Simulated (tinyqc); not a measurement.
Kronig-Penney superlattice by transfer matrices, step by step. Values are carried at full precision from step to step, so a last printed digit may differ when a step is redone from the rounded ones.

Wells (width a, potential 0, mass mw) alternate with barriers (width b, height V0, mass mb); period d = a + b; c = hbar^2/2m0. The vector (psi, psi'/m) is continuous, and a layer of thickness t carries it by M = [[cos kt, (m/k) sin kt], [-(k/m) sin kt, cos kt]] with k = sqrt(m (E - V)/c); for E < V, k = i kappa gives [[cosh, (m/kappa) sinh], [(kappa/m) sinh, cosh]] of kappa t. A Bloch state obeys cos(q d) = tr(Mb Mw)/2.

Constants: hbar^2/2m0 = 3.80998211 eV angstrom^2; hbar = 6.58211957e-16 eV s.

Parameters, chosen for this exercise (near those of a non-polar GaN superlattice with barriers of AlGaN; the results hold for these values, not for the real material):
```
symbol  value   unit      meaning
a       26      angstrom  well width
b       15      angstrom  barrier width
V0      0.57    eV        barrier height
mw      0.195   m0        mass in the wells
mb      0.246   m0        mass in the barriers
E       0.1176  eV        trial energy
F       10      kV/cm     field along the axis
```

## Layer matrices at one energy

Form the matrix of the well and of the barrier at E.

k in the well = 0.07758 1/angstrom
kappa in the barrier = 0.17091 1/angstrom

Mw (angstrom units):
```
          1         2
1  -0.43166    2.2673
2  -0.35888  -0.43166
```

Mb (angstrom units):
```
        1       2
1  6.5301  9.2882
2  4.4833  6.5301
```

## The matrix of one period

Multiply M = Mb Mw and take half the trace. If its size is at most 1, E lies in a miniband and q d = arccos(tr M/2); otherwise the state decays by exp(-arccosh|tr M/2|) a period.

M:
```
         1       2
1  -6.1521  10.796
2  -4.2788  7.3460
```

tr M/2 = 0.5969
q d in a band, or the decay exponent in a gap = 0.931

E lies in a miniband; det M = 1.0000, as for any such product.

## Miniband edges

The edges are the energies where tr M/2 = +1 (q = 0) or -1 (q = pi/d); the first three minibands.

Minibands:
```
band  bottom (eV)  top (eV)  width (meV)
1          0.1138    0.1352         21.4
2          0.4171    0.5373        120.2
3          0.7896    1.1798        390.2
```

2 minibands of these lie wholly below V0. The first gap is 281.8 meV wide; the single well of width a has E1 = 0.1241 eV, inside the first miniband.

## Dispersion along the axis

Solve tr M/2 = cos(q d) inside each miniband at q d/pi = 0, 1/6, ..., 1. The cosine form is E_bottom + (W/2)(1 - cos q d) with the true width W.

Energies (eV):
```
q d/pi  band 1  cosine form  band 2
0.000   0.1138       0.1138  0.5373
0.167   0.1150       0.1152  0.5253
0.333   0.1186       0.1191  0.4977
0.500   0.1237       0.1245  0.4670
0.667   0.1292       0.1299  0.4408
0.833   0.1336       0.1338  0.4232
1.000   0.1352       0.1352  0.4171
```

The cosine form, which holds for hopping between neighbouring wells alone, misses band 1 by at most 0.8 meV, 4 % of its width.

## Mass along the axis

With f(E) = tr M/2, 1 - (q d)^2/2 = 1 + f'(E_bottom)(E - E_bottom) gives m_z = -2 c f'/d^2 (f' by a central difference of 1e-6 eV at the bottom of band 1). The cosine form gives 4 c/(W d^2), W the width of band 1 between tr M/2 = +1 and -1.

f' = -108.1 1/eV
m_z = 0.4902 m0
m_z of the cosine form = 0.4227 m0
W = 21.45 meV

The mass along the axis is 2.51 times mw.

## In a field along the axis

One-band picture: ladder spacing e F d, Bloch frequency e F d/(2 pi hbar), and extent W/(e F) of a Stark state, with W the width of band 1; 1 kV/cm = 1e-5 V/angstrom.

e F d = 4.100 meV
Bloch frequency = 0.991 THz
W/(e F d) = 5.23 periods

The state spreads over about 5 periods.

## Checks

- Bottom of band 1 from 121 plane waves (the mass step taken by inverting the matrix of m) against the transfer matrix, eV: both 0.1138.

tinyqc: `OMP_NUM_THREADS=1 python tinyqc.py 1252551 1252552 out.jsonl`; about 0.08 s, one thread, shared Intel(R) Xeon(R) Processor @ 2.30GHz.
